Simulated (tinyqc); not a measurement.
Surface potential of a MOS transistor: implicit equation and explicit approximations: one step of the calculation.

p-type body, charge-sheet picture, depletion and inversion only, full ionisation (an idealisation for deep acceptors), Boltzmann statistics (rough once Na exp(x - xn) passes about Nc/7). In units of Vt: xg = (Vg - Vfb)/Vt, x = psi/Vt, G = gamma/sqrt(Vt), xn = (2 phiF + Vc)/Vt. The implicit equation is (xg - x)^2 = G^2 [x - 1 + exp(x - xn)] for x above about 3. Cox = eps0 eox/tox.

Task. New x. D = exp(x - xn), f = (xg - x)^2 - G^2 (x - 1 + D), f' = -2 (xg - x) - G^2 (1 + D), x(new) = x - f/f'.

x at the start = 64.31
G = 0.27928279
xn = 49.171010
xg = 66.532571

Give: D; f; f'; x after iteration 1.

Result.

D = 3.7565e6
f = -2.9300e5
f' = -2.9300e5
x after iteration 1 = 63.310

Numbers from tinyqc (`OMP_NUM_THREADS=1 python tinyqc.py 2122169 2122170 out.jsonl`; about 0.01 s on one thread of a shared Intel Xeon 2.30GHz).
